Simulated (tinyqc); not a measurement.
From results back to parameters: sp3s* tight binding. Two cases, with inputs chosen for the exercise.

Problem. For a crystal of one element and without spin-orbit coupling the levels at Gamma are Es -/+ |Vss| and Ep -/+ Vxx, and the upper valence level at X is Ep - Vxy. The levels below come from hidden parameters.

Find: Es, |Vss|, Ep, Vxx, Vxy.

Method. Means give the levels and half the splittings give the couplings; Vxy = Ep - E(X).

Case 1.

s levels at Gamma (eV): -12.4900  4.0960

p levels at Gamma (eV): -0.0020  3.4380

upper valence level at X = -2.8620 eV

Solution.

Es, |Vss|, Ep, Vxx, Vxy (eV): -4.197  8.293  1.718  1.720  4.580

Case 2.

s levels at Gamma (eV): -12.6510  0.9110

p levels at Gamma (eV): -0.0070  3.2210

upper valence level at X = -3.2940 eV

Solution.

Es, |Vss|, Ep, Vxx, Vxy (eV): -5.870  6.781  1.607  1.614  4.901

Computed by tinyqc, one run a case: `OMP_NUM_THREADS=1 python tinyqc.py N N+1 out.jsonl` with N = 1482146, 1482311; one thread of a shared Intel(R) Xeon(R) Processor @ 2.30GHz, about 0.1 s a run at most.
